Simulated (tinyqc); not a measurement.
# Ellipsometry and reflectance of a transparent film on an absorbing substrate: effects of single changes

Air (index 1), film, substrate with N2 = n2 - i k2; time factor exp(+i w t). q_j = sqrt(N_j^2 - sin^2 th), root with positive real part. Fresnel coefficients r_s = (q_a - q_b)/(q_a + q_b), r_p = (N_b^2 q_a - N_a^2 q_b)/(N_b^2 q_a + N_a^2 q_b). tan(Psi) exp(i Delta) = R_p/R_s, Delta taken from 0 to 360 degrees.

Parameters, values chosen for the exercise; indices close to those of a porous low-k film on silicon:
- lam = 800 nm (wavelength)
- th = 70 degrees (angle of incidence)
- n1 = 1.3 (index of the transparent film)
- d = 76 nm (film thickness)
- n2 = 3.692 (index of the substrate)
- k2 = 0.0065 (extinction coefficient of the substrate)

Each table varies one quantity; the others keep the values above.

## Psi and Delta against the film thickness

beta = 2 pi d q1/lam, X = exp(-2 i beta), R = (r01 + r12 X)/(1 + r01 r12 X) for p and s. The last column is the derivative of Delta.

Results:
```
d (nm),Psi (degrees),Delta (degrees),|R_p|^2,|R_s|^2,dDelta/dd (degrees/nm)
0,9.1293,179.67,0.017583,0.68089,-2.0099
2,9.1493,175.66,0.017661,0.68085,-2.0017
4,9.2039,171.68,0.017873,0.68072,-1.9794
6,9.2924,167.75,0.018218,0.68050,-1.9442
8,9.4137,163.91,0.018697,0.68020,-1.8976
10,9.5663,160.17,0.019309,0.67982,-1.8413
12,9.7486,156.55,0.020052,0.67935,-1.7775
16,10.194,149.72,0.021929,0.67815,-1.6355
```

Estimate the missing row, d = 14 nm.

Computed row:
```
d (nm),Psi (degrees),Delta (degrees),|R_p|^2,|R_s|^2,dDelta/dd (degrees/nm)
14,9.9586,153.06,0.020926,0.67879,-1.7083
```

With this row back in the table: Delta falls from 179.67 to 149.72 degrees while Psi moves from 9.129 to 10.19: Delta changes 28.1 times as much as Psi. With the slope of the first row an error of 0.01 degree in Delta means 0.0050 nm.

## Effect of the angle of incidence

Same model as above.

dDelta/dd is the derivative of Delta; period lam/(2 q1).

Result of one run:
```
th (degrees),Psi (degrees),Delta (degrees),|R_p|^2,|R_s|^2,dDelta/dd (degrees/nm),period (nm)
85,35.00,20.41,0.4327,0.8826,0.07242,478.9
```

What becomes of these results when the angle of incidence th is changed from 85 to 65 degrees, all else the same?

Result of the changed run:
```
th (degrees),Psi (degrees),Delta (degrees),|R_p|^2,|R_s|^2,dDelta/dd (degrees/nm),period (nm)
65,23.78,121.3,0.1063,0.5473,-0.4351,429.2
```

The whole series:
```
th (degrees),Psi (degrees),Delta (degrees),|R_p|^2,|R_s|^2,dDelta/dd (degrees/nm),period (nm)
50,32.69,155.6,0.1655,0.4019,-0.2465,380.8
55,29.81,147.6,0.1453,0.4426,-0.3179,396.3
60,26.72,136.7,0.1243,0.4907,-0.3914,412.6
65,23.78,121.3,0.1063,0.5473,-0.4351,429.2
70,21.86,99.50,0.09872,0.6135,-0.3691,445.3
75,22.49,71.88,0.1184,0.6906,-0.1459,459.7
80,26.98,44.03,0.2021,0.7799,0.04886,471.4
85,35.00,20.41,0.4327,0.8826,0.07242,478.9
```

Psi goes from 32.7 through a minimum of 21.9 (at th = 70 among the rows listed) to 35.0 degrees and |R_p|^2 goes from 0.166 through a minimum of 0.0987 (at th = 70 among the rows listed) to 0.433. The slope of Delta is largest in size, 0.435 degrees/nm, at th = 65 among the rows. The bare substrate has its smallest |R_p| near arctan(n2) = 74.8 degrees.

Computed by the program tinyqc: `OMP_NUM_THREADS=1 python tinyqc.py 2870103 2870104 out.jsonl`, one thread of a shared Intel Xeon 2.30GHz, about 0.4 s for the whole run.
